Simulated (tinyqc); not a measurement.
p-i-n junction, non-linear Poisson equation by Newton steps: one step of the calculation.

One dimension, p side on the left, n side on the right; net doping C = -Na for x < 0, 0 for 0 < x < Li and +Nd beyond. The potential psi is counted from the intrinsic level, and the quasi-Fermi potentials are flat: 0 for holes and -V for electrons, so n = ni exp((psi + V)/Vt) and p = ni exp(-psi/Vt) (Boltzmann statistics, full ionisation, no current).

Problem. Densities, residual and Jacobian diagonal. n_i = ni exp((psi_i + V)/Vt), p_i = ni exp(-psi_i/Vt), rho_i = p_i - n_i + C_i, g_i = (n_i + p_i)/Vt. Box widths w_i = (h_(i-1) + h_i)/2 in cm. Residual F_i = a_i (psi_(i+1) - psi_i) - a_(i-1) (psi_i - psi_(i-1)) + q rho_i w_i; Jacobian: a_(i-1) and a_i beside the diagonal, b_i = -a_(i-1) - a_i - q g_i w_i on it. The two end nodes are fixed.

Inputs (values chosen for the exercise):
```
symbol,value,unit,meaning
T,325,K,temperature
V,-0.5,V,bias of the p side against the n side
```

Constants: q = 1.602176634e-19 C, kB = 1.380649e-23 J/K, Vt = kB T/q. Results are converted to the units shown.

```
node  x (nm)  psi at the start (V)  net doping C (cm^-3)
0       -761            -1.4456777               -1.1e16
1       -571            -1.4456777               -1.1e16
2       -408            -1.4456777               -1.1e16
3       -268            -1.4010446               -1.1e16
4       -148            -1.0925290               -1.1e16
5      -44.5            -0.5907950               -1.1e16
6       44.5            -0.0152715                     0
7        171             0.7046438                     0
8        350             1.4397493                     0
9        605             1.9130417                     0
10       967             1.9267699                     0
11      1480             1.9267699                     0
12      2210             1.9267699                5.6e15
13      3250             1.9267699                5.6e15
```

coupling a_i, interval 0 to 12 (F/cm^2): 4.5529166e-8  5.3070807e-8  6.1789582e-8  7.2087846e-8  8.3580111e-8  9.7197095e-8  6.8383727e-8  4.8327047e-8  3.3923692e-8  2.3896523e-8  1.6862654e-8  1.1850057e-8  8.3178284e-9
ni = 4.2000436e-7 cm^-3

Wanted: n; p; residual F; diagonal b.

Solution.

```
node  n (cm^-3)  p (cm^-3)
0     2.829e-37   1.100e16
1     2.829e-37   1.100e16
2     2.829e-37   1.100e16
3     1.392e-36   2.235e15
4     8.470e-32   3.674e10
5     5.108e-24      609.1
6     4.295e-15   7.246e-7
7      6.261e-4  4.970e-18
8       1.570e8  1.982e-29
9      3.430e15  9.072e-37
10     5.600e15  5.557e-37
11     5.600e15  5.557e-37
12     5.600e15  5.557e-37
13     5.600e15  5.557e-37
```

```
node  residual F (1e-8 C/cm^2)  diagonal b (F/cm^2)
1                        0.000            -1.209e-6
2                        0.276            -1.068e-6
3                        0.123            -3.001e-7
4                        0.000            -1.557e-7
5                       -0.296            -1.808e-7
6                       -0.671            -1.656e-7
7                       -1.371            -1.167e-7
8                       -1.947            -8.225e-8
9                       -3.268            -6.632e-7
10                      -3.958            -1.442e-6
11                      -5.576            -2.020e-6
12                       0.000            -2.855e-6
```

Computed by the program tinyqc: `OMP_NUM_THREADS=1 python tinyqc.py 2000169 2000170 out.jsonl`, one thread of a shared Intel Xeon 2.30GHz, about 0.1 s for the whole run.
